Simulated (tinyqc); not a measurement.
Kinetics of strain relaxation and threading dislocations in mismatched semiconductor layers. From thread density of the buffer back to growth temperature of the buffer T_g. Computed by tinyqc, a small Python program. Command: `OMP_NUM_THREADS=1 python tinyqc.py 3003534 3003535 out.jsonl threading inv`. One thread of a shared host (Intel(R) Xeon(R) Processor @ 2.30GHz), about 0.01 s of CPU time with the checks.

60-degree dislocations on {111} planes of a (001) layer, isotropic elasticity. The Schmid factor is 1/sqrt(6), and a misfit segment relieves strain with b/2.

Inputs (values chosen for the exercise, modelled on Si(0.8)Ge(0.2) on Si): misfit f = 0.00813; shear modulus G = 64 GPa; Poisson ratio nu = 0.27; Burgers vector b = 3.88 angstrom; glide activation energy Q = 2.16 eV; velocity prefactor v0 = 29000 m/s per MPa; grading rate (misfit per thickness) R_f = 0.0099 1/micrometre; growth rate R_g = 2.9 nm/s.

Constants: k_B = 8.617333262e-05 eV/K.

Method. In steady grading, strain is fed at R_f R_g and relieved at (b/4) rho v. As a glide-limited estimate, the driving stress is taken as the mean stress of the strained top zone, whose depth z solves R_f z/2 = e_eq(z), with strain R_f z at the surface; tau_g = S R_f z/2 is its mean; then rho = 4 R_f R_g/(b m tau_g), m = v0 exp(-Q/(k_B T_g)), S = (1/sqrt 6) 2 G (1 + nu)/(1 - nu), e_eq(z) = b (1 - nu/4) [ln(z/b) + 1]/(4 pi (1 + nu) z).

Question. A run gave the result below. Find the growth temperature of the buffer T_g, known to lie between 490 and 1300 K.

thread density of the buffer = 6.397799e+06 1/cm^2

Answer.

Each step takes the trial c = (a f_b - b f_a)/(f_b - f_a), f being the result less the target and a, b, c the logarithms of the listed values; c replaces end b, the old b replaces a if the sign of f changed, and otherwise f_a is halved.

Scan of the range:
```
growth temperature of the buffer T_g (K)  thread density of the buffer (1/cm^2)
490                                                                 2.06247e+17
577                                                                 9.21798e+13
678                                                                 1.42611e+11
798                                                                 5.49195e+08
939                                                                 4.91271e+06
1100                                                                9.87446e+04
1300                                                                2.96488e+03
```

False position (Illinois rule, in the logarithm of the input) inside the bracket:
```
step    end a    end b    trial  thread density of the buffer (1/cm^2)
1     798.000  939.000  938.583                            4.97129e+06
2     798.000  938.583  937.787                            5.08527e+06
3     798.000  937.787  936.338                            5.30002e+06
4     798.000  936.338  933.958                            5.67425e+06
5     798.000  933.958  930.895                            6.19818e+06
6     798.000  930.895  929.228                            6.50482e+06
7     930.895  929.228  929.809                            6.39605e+06
8     929.228  929.809  929.800                            6.39778e+06
9     929.228  929.800  929.800                            6.39781e+06
10    929.800  929.800  929.800                            6.39780e+06
```

Thread density of the buffer falls at every point of a 13-point scan of the range (every second point is shown), so one value fits; it is bracketed by 798 and 939. Answer: growth temperature of the buffer T_g = 929.8 K.
